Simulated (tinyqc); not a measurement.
Finite line against the semi-infinite law: electromigration in a confined line: Blech product, Korhonen stress evolution and Black's law. Computed by tinyqc, a small Python program. Command: `OMP_NUM_THREADS=1 python tinyqc.py 3022227 3022228 out.jsonl emigr walk`. One thread of a shared host (Intel(R) Xeon(R) Processor @ 2.30GHz), about 0.01 s of CPU time with the checks.

The electron wind pushes atoms from the cathode (x = 0) to the anode (x = L); blocking ends build a back stress (tension positive). The input rho is taken not to change with temperature. d sigma/dt = d/dx [kappa (d sigma/dx + G)], with zero flux at both ends and sigma = 0 at t = 0.

Inputs (values chosen for the exercise, close to those used for copper lines): resistivity rho = 2.69 micro-ohm cm; atomic volume Omega = 11.8 angstrom^3; effective charge number Z* = 1.8; prefactor D0 = 3e-08 m^2/s; activation energy E = 0.886 eV; effective modulus B = 28 GPa; critical stress sigma_c = 120 MPa; current density j = 2.9 MA/cm^2; line length L = 180 um; test temperature T = 300 C.

Start: stress-free.

Constants: e = 1.602176634e-19 C; k_B = 8.617333262e-05 eV/K; k_B = 1.380649e-23 J/K.

Method:
- G = Z* e rho j/Omega; D = D0 exp(-E/(k_B T)); kappa = D B Omega/(k_B T); drift velocity of an unconfined line v = D Z* e rho j/(k_B T). SI: 1 micro-ohm cm = 1e-8 ohm m, 1 MA/cm^2 = 1e10 A/m^2.
- Temperatures in kelvin are T(C) + 273.15.
- At steady state sigma(x) = G (L/2 - x). A void forms only if the cathode stress reaches sigma_c, that is if j L exceeds (j L)_c = 2 Omega (sigma_c)/(Z* e rho). Time scale tau = L^2/kappa.
- sigma(x, t) = G L [1/2 - x/L - 4 sum_(m odd) cos(m pi x/L) exp(-m^2 pi^2 s)/(m pi)^2], s = t/tau, summed to m = 399.
- Semi-infinite line: sigma(0, t) = 2 G L sqrt(s/pi). One-term form: keep m = 1 alone.

tau = 443.751 h

stress gradient G = 19.0656 MPa/um

Cathode stress (MPa):
```
s           t (h)  full series  semi-infinite  one term
0.002  8.8750e-01        173.2          173.2     352.2
0.005  2.2188e+00        273.8          273.8     392.0
0.01   4.4375e+00        387.2          387.2     455.8
0.02   8.8750e+00        547.6          547.6     574.2
0.05   2.2188e+01        865.0          865.9     866.8
0.1    4.4375e+01       1197.5         1224.6    1197.5
0.2    8.8750e+01       1522.7         1731.8    1522.7
0.4    1.7750e+02       1689.1         2449.1    1689.1
0.8    3.5500e+02       1715.4         3463.6    1715.4
```

What does the comparison show, and why?

Among these rows the semi-infinite law holds to 1 % up to s = 0.05 and the one-term form from s = 0.05 on: the far end is felt once sqrt(kappa t) is no longer small against L, and by then the terms with m > 1 have nearly died out. The critical stress 120 MPa is already passed in the first row. Caution: rows beyond sigma_c are formal, since a void ends the model there.
